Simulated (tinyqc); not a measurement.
Trench capacitor in an array: capacitance, non-linearity, leakage and relaxation: two steps of the calculation.

A film between two metal electrodes, each interface adding a series capacitance ci. The small-signal permittivity is ek (1 + aq E^2); the field is found with the linear permittivity. Leakage J = J0 sinh(E/Ef). After a voltage step the film passes a relaxation current kr C V tt^(-nr), tt being the time in seconds. The sidewall is a coaxial capacitor with radii a = dm/2 - t and b = dm/2, depth AR dm; the end face is left out.

Values chosen for this exercise; permittivity of the order of that of zirconium oxide: relative permittivity of the film ek = 31.5; film thickness t = 9.2 nm; capacitance of each electrode interface (dead layer and screening) ci = 240 uF/cm^2; quadratic field coefficient of the permittivity aq = 0.017 cm^2/MV^2; bias V = 2.1 V; leakage prefactor J0 = 2.8e-10 A/cm^2; field for an e-fold rise of the leakage Ef = 0.42 MV/cm; diameter of the hole dm = 30 nm; aspect ratio, depth over diameter AR = 20; pitch of the square array pt = 56 nm; resistivity of the inner electrode rho = 170 uohm cm.

Constants: eps0 = 8.8541878128e-14 F/cm where lengths are in cm. Results are converted to the units shown.

Problem 1. Planar capacitance, field and non-linearity. Planar film: Cf = eps0 ek/t, 1/C = 1/Cf + 2/ci, EOT = 3.9 eps0/C, effective permittivity C t/eps0, E = (V/t) C/Cf; quadratic coefficient [C(V)/C - 1]/V^2 with Cf (1 + aq E^2) in C(V).

Give: Cf; C; EOT; effective permittivity; E; quadratic coefficient; J.

Solution 1.

Cf = 3.032 uF/cm^2
C = 2.957 uF/cm^2
EOT = 1.168 nm
effective permittivity = 30.72
E = 2.226 MV/cm
quadratic coefficient = 1.860e4 ppm/V^2
J = 2.807e-8 A/cm^2

The interfaces take 2.46 % of the voltage.

Problem 2. Cell capacitance, fields and time constant. Per length 1/c = ln(b/a)/(2 pi eps0 ek) + (1/a + 1/b)/(2 pi ci); cell capacitance c AR dm; per footprint over pt^2; fields c V/(2 pi eps0 ek r) at r = a and b; resistance of the inner electrode rho AR dm/(pi a^2); time constant R C/3 of the distributed line.

Find: a; b; cell capacitance; capacitance per footprint; field at a; field at b; R; R C/3.

Solution 2.

a = 5.800 nm
b = 15.00 nm
cell capacitance = 1.075 fF
capacitance per footprint = 34.28 uF/cm^2
field at a = 3.702 MV/cm
field at b = 1.432 MV/cm
R = 9.651 kohm
R C/3 = 3.459 ps

The array gives 11.6 times the planar capacitance per footprint; curvature makes the field at the inner electrode 1.66 times the planar value.

tinyqc, about 0.01 s, one thread, Intel Xeon 2.30GHz (shared host): `OMP_NUM_THREADS=1 python tinyqc.py 2102093 2102094 out.jsonl`
